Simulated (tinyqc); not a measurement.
## Electron density from the filling shift

Question. At zero temperature the Burstein-Moss shift of one parabolic valley is (C/me + C/mh) kF^2 with kF = (3 pi^2 n)^(1/3), C = hbar^2/(2 m0). Find kF and n.

Parameters, values chosen for the exercise: electron mass me = 0.0231 m0; hole mass mh = 0.412 m0.

Constants: q = 1.602176634e-19 C, hbar = 1.054571817e-34 J s, m0 = 9.1093837015e-31 kg, hbar^2/(2 m0) = 0.0380998212 eV nm^2. Results are converted to the units shown.

filling shift = 427.04410 meV

Answer. The shift gives kF^2, and n = kF^3/(3 pi^2).

kF = 0.495 1/nm
n = 4.10e18 cm^-3

Numbers from tinyqc (`OMP_NUM_THREADS=1 python tinyqc.py 2330006 2330007 out.jsonl`; about 0.01 s on one thread of a shared Intel Xeon 2.30GHz).
